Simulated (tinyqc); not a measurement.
Energy and delay of logic against supply voltage: two steps of the calculation.

One expression serves below and above threshold: I(Vg) = Ik [ln(1 + exp((Vg - VT + dd V)/(al nf Vt)))]^al, with I_on = I(V) and I_off = I(0). Gate delay td = kd C V/I_on, clock period LD td. Per gate and cycle the switching energy is act C V^2 and the leakage energy I_off V LD td. No short-circuit current, no variation. Minima are sought above 0.09 V; below a few Vt gates no longer switch and the model has no meaning.

Inputs (values chosen for the exercise); values of the order met in logic technologies:

| symbol | value | unit | meaning |
|---|---|---|---|
| T | 300 | K | temperature |
| VT | 0.28 | V | threshold voltage at zero drain bias |
| nf | 1.14 |  | slope factor |
| dd | 0.09 |  | barrier lowering per volt of supply |
| Ik | 0.41 | uA | specific current of a gate |
| al | 1.47 |  | exponent of the current law |
| C | 0.61 | fF | load capacitance of a gate |
| kd | 0.7 |  | delay factor |
| LD | 12 |  | logic depth |
| act | 0.1 |  | activity factor |
| V | 0.56 | V | supply voltage |

Constants: q = 1.602176634e-19 C, kB = 1.380649e-23 J/K, Vt = kB T/q. Results are converted to the units shown.

Task 1. Currents, delay and energies. I_on, I_off, td, clock frequency 1/(LD td), both energies and their sum.

Give: I_on; I_off; td; clock frequency; switching energy; leakage energy; energy.

Result 1.

I_on = 8.1253 uA
I_off = 0.16895 nA
td = 29.429 ps
clock frequency = 2.8317 GHz
switching energy = 19.130 aJ
leakage energy = 0.033412 aJ
energy = 19.163 aJ

I_on/I_off = 48100; leakage makes up 0.174 % of the energy.

Task 2. New V. Minimum-energy supply: E(V) is the energy per gate and cycle; with h = 0.001 V, E' = (E(V + h) - E(V - h))/(2 h), E'' = (E(V - h) - 2 E(V) + E(V + h))/h^2, V(new) = V - E'/E''.

V after iteration 1 = 0.14984631 V

Give: E'; E''; V after iteration 2.

Result 2.

E' = 3.7955 aJ/V
E'' = 357.63 aJ/V^2
V after iteration 2 = 0.13923 V

Computed by the program tinyqc: `OMP_NUM_THREADS=1 python tinyqc.py 2082142 2082143 out.jsonl`, one thread of a shared Intel Xeon 2.30GHz, about 0.01 s for the whole run.
